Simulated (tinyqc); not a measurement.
Worked calculation: finite-difference solution of the diffusion equation on a small grid. Computed by tinyqc, a small Python program that keeps every step. Command: `OMP_NUM_THREADS=1 python tinyqc.py 3027820 3027821 out.jsonl fdiff walk`. One thread of a shared host (Intel(R) Xeon(R) Processor @ 2.30GHz), about 0.01 s of CPU time with the checks. Intermediate numbers are printed to about 6 digits and carried at full precision; extremes and crossings named in words are read from the listed rows.

dC/dt = D d2C/dx2 on nodes x_j = j dx, j = 0..8; the far end is sealed.

Inputs (values chosen for the exercise):

| quantity | value | unit |
|---|---|---|
| diffusivity D | 19 | nm^2/s |
| grid spacing dx | 5 | nm |
| time step dt | 0.39 | s |
| final time t_f | 3.9 | s |
| surface value C_s | 48 | % of a reference |

Boundary at x = 0: fixed surface value. Scheme: explicit.

start values C_j, j = 0, 1, ... (% of a reference): 0  0  0  0  0  0  0  0  0

## Mesh ratio and operator

The operator M acts as (M C)_j = C_(j-1) - 2 C_j + C_(j+1); at the sealed far end a mirror node gives 2 C_(N-2) - 2 C_(N-1); at j = 0, C_0 is held at C_s from the start (row of zeros). r = D dt/dx^2.

mesh ratio r = 0.2964

operator M:
```
   0   1   2   3   4   5   6   7
0  0   0   0   0   0   0   0   0
1  1  -2   1   0   0   0   0   0
2  0   1  -2   1   0   0   0   0
3  0   0   1  -2   1   0   0   0
4  0   0   0   1  -2   1   0   0
5  0   0   0   0   1  -2   1   0
6  0   0   0   0   0   1  -2   1
7  0   0   0   0   0   0   1  -2
8  0   0   0   0   0   0   0   2

    8
0   0
1   0
2   0
3   0
4   0
5   0
6   0
7   1
8  -2
```

## Amplification factors

The mode of M with eigenvalue mu has its amplitude multiplied per step by g = (1 + (1 - theta) r mu)/(1 - theta r mu), with theta = 0 explicit, 1 implicit, 1/2 Crank-Nicolson; the explicit scheme is stable for r up to 2/|mu_min|.

eigenvalues mu of M: -3.96157  -3.66294  -3.11114  -2.39018  -1.60982  -0.88886  -0.33706  -0.03843  0.00000

factors g: -0.17421  -0.08570  0.07786  0.29155  0.52285  0.73654  0.90010  0.98861  1.00000

largest stable r of the explicit scheme = 0.504850

The smallest factor is -0.174: the shortest waves flip sign at each step while they decay.

## Time step 1

C at the start (%): 48  0  0  0  0  0  0  0  0

With r = D dt/dx^2: (1 - theta r M) C(new) = (1 + (1 - theta) r M) C(old); theta = 0 explicit, 1 implicit, 1/2 Crank-Nicolson.

C after step 1 (%): 48.0000  14.2272  0.0000  0.0000  0.0000  0.0000  0.0000  0.0000  0.0000

## Time step 2

The formulas are those given above.

C after step 2 (%): 48.0000  20.0205  4.2169  0.0000  0.0000  0.0000  0.0000  0.0000  0.0000

## All steps

The run takes n = round(t_f/dt) steps of length t_f/n. The dose is the trapezoidal sum of C dx; the error is the largest difference from exp(M D t/dx^2) C(0), the exact time evolution on the same grid.

Course of the run:

| step | t (s) | C_1 | C_4 | dose (% nm) | largest error |
|---|---|---|---|---|---|
| 1 | 0.39 | 14.2272 | 0.00000 | 191.136 | 3.35827 |
| 2 | 0.78 | 20.0205 | 0.00000 | 241.187 | 2.62702 |
| 3 | 1.17 | 23.6295 | 0.00000 | 282.653 | 1.99240 |
| 4 | 1.56 | 26.1169 | 0.37047 | 318.770 | 1.52287 |
| 5 | 1.95 | 27.9712 | 0.97389 | 351.201 | 1.19716 |
| 6 | 2.34 | 29.4215 | 1.71837 | 380.883 | 0.96683 |
| 7 | 2.73 | 30.5963 | 2.53671 | 408.417 | 0.81504 |
| 8 | 3.12 | 31.5730 | 3.38656 | 434.209 | 0.75476 |
| 9 | 3.51 | 32.4018 | 4.24147 | 458.554 | 0.69471 |
| 10 | 3.90 | 33.1166 | 5.08535 | 481.670 | 0.63845 |

C at the end (%): 48.0000  33.1166  20.3407  10.9537  5.0853  1.9945  0.6437  0.1683  0.0625

largest error at t_f = 0.638454 %

final dose = 481.670 % nm

final C_4 = 5.08535 %

The time-step error at the end is 0.64 on a scale of 48.0. The dose grows as material enters from the surface.

## The three schemes as the step is halved

Each run reaches t_f in n equal steps; errors are the largest difference from exp(M D t_f/dx^2) C(0). A dash marks unstable explicit runs.

Largest error at t_f (%):

| steps n | r | explicit | implicit | Crank-Nicolson |
|---|---|---|---|---|
| 4 | 0.741000 | - | 1.45363 | 1.21110e-01 |
| 8 | 0.370500 | 0.800436 | 0.75976 | 3.15964e-02 |
| 16 | 0.185250 | 0.397427 | 0.38717 | 7.97207e-03 |
| 32 | 0.092625 | 0.197775 | 0.19519 | 1.99757e-03 |
| 64 | 0.046312 | 0.098607 | 0.09796 | 4.99675e-04 |
| 128 | 0.023156 | 0.049228 | 0.04907 | 1.24937e-04 |
| 256 | 0.011578 | 0.024594 | 0.02455 | 3.12352e-05 |

From the last two rows, halving the step divides the error by 2.00 (explicit), 2.00 (implicit), 4.00 (Crank-Nicolson): a factor 2 marks first order in dt and 4 second order. The explicit scheme needs n of at least 6 to be stable; the other two are stable at any step.

Checks made by the program: matrix exponential against 4096 Crank-Nicolson steps (relative difference 3e-09).
